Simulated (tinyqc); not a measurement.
Two-valley model of the transferred-electron effect: one step, computed by the program tinyqc. Command: `OMP_NUM_THREADS=1 python tinyqc.py 3028329 3028330 out.jsonl gunn walk`. One thread of a shared host (Intel(R) Xeon(R) Processor @ 2.30GHz), about 0.01 s of CPU time with the checks.

Both kinds of valley share one electron temperature T_e, and each has a constant mobility.

Problem. Does a domain form? Space charge grows at the rate n e |mu_d|/(eps eps_0) during the transit time L/v, with v the valley velocity; Kroemer's criterion asks n L > eps eps_0 v/(e |mu_d|). Transit frequency v/L.

Inputs (values chosen for the exercise, for a model semiconductor):
```
quantity                 value        unit
lattice temperature T      200           K
doping n               2.7e+15      1/cm^3
device length L            4.1  micrometre
permittivity eps          10.8           -
```

Solver: bisection.

valley velocity = 1.228232 1e7 cm/s

most negative differential mobility = -234.6394 cm^2/(V s)

Constants: eps_0 = 8.8541878128e-12 F/m; e = 1.602176634e-19 C.

Give: critical n L; n L of the device; transit frequency.

Solution.

critical n L = 3.1242e+11 1/cm^2

n L of the device = 1.1070e+12 1/cm^2

transit frequency = 29.957 GHz

n L is 3.54 times the critical product: a domain can mature if the bias field lies in the region of negative slope.
